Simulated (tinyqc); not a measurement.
Where the concentration falls to given levels: concentration-dependent dopant diffusion with charged defects and the built-in field. Computed by tinyqc, a small Python program. Command: `OMP_NUM_THREADS=1 python tinyqc.py 3003937 3003938 out.jsonl extrinsic walk`. One thread of a shared host (Intel(R) Xeon(R) Processor @ 2.30GHz), about 0.07 s of CPU time with the checks.

A constant source C_s feeds a half space. The dopant moves through neutral point defects and through charged ones, whose number grows with the majority carrier density n.

Inputs (values chosen for the exercise, modelled on arsenic in silicon): neutral prefactor D0x = 0.0104 cm^2/s; neutral activation energy E0 = 3.45 eV; singly charged prefactor D01 = 33.5 cm^2/s; activation energy E1 = 4.13 eV; surface concentration C_s = 1.5e+20 1/cm^3; temperature T = 1125 C; time t = 50 s.

Field enhancement: on.

Constants: k_B = 8.617333262e-05 eV/K.

Method:
- n_i = 3.87e16 T^1.5 exp(-7014/T) per cm^3 (T in kelvin, an empirical form); each D = prefactor x exp(-E/(k_B T)); the intrinsic diffusivity D_i is their sum.
- Temperatures in kelvin are T(C) + 273.15.
- n = C/2 + sqrt(C^2/4 + n_i^2); D(C) = h [Dx + D1 (n/n_i)], h = 1 + C/sqrt(C^2 + 4 n_i^2).
- With y = x/sqrt(D_s t), u = C/C_s and q = -(D/D_s) du/dy: du/dy = -q D_s/D, dq/dy = -(y/2) q D_s/D, u(0) = 1. The surface flux q(0) is shot so that u tends to 0 (LSODA, an adaptive multistep solver, relative tolerance 1e-10). Dose Q = 2 q(0) C_s sqrt(D_s t).
- For comparison, erfc profiles with a constant D: x = 2 sqrt(D t) erfc^-1(C/C_s), with D = D_i and D = D_s.

partial diffusivities (cm^2/s): Dx 3.81195e-15, D1 4.34537e-14

n_i = 1.34075e+19 1/cm^3

surface diffusivity D_s = 9.79926e-13 cm^2/s

intrinsic diffusivity D_i = 4.72657e-14 cm^2/s

Depth (nm):
```
C/C_s       D/D_s    full  erfc with D_i  erfc with D_s
8.00e-01  0.80158   28.74          5.508          25.08
5.00e-01  0.50411   64.63         14.664          66.77
2.00e-01  0.20954   95.20         27.862         126.86
1.00e-01  0.11832  105.05         35.760         162.83
3.00e-02  0.06561  113.84         47.179         214.82
1.00e-02  0.05362  119.05         56.000         254.98
1.00e-03  0.04875  127.97         71.538         325.73
1.00e-04  0.04829  136.04         84.584         385.13
```

What does the comparison show, and why?

The depth between C/C_s = 0.1 and 1e-4 spans 31.0 nm in the full profile, against 48.8 nm for D_i and 222 nm for D_s; the ratio of the depths at 1e-4 and at 0.5 is 2.11, against 5.77 for any erfc. The profile is box-like: fast diffusion in the heavily doped part feeds a front that moves slowly where D drops to D_i. Caution: at such a C_s dopants can cluster or exceed their solubility, which the model leaves out.
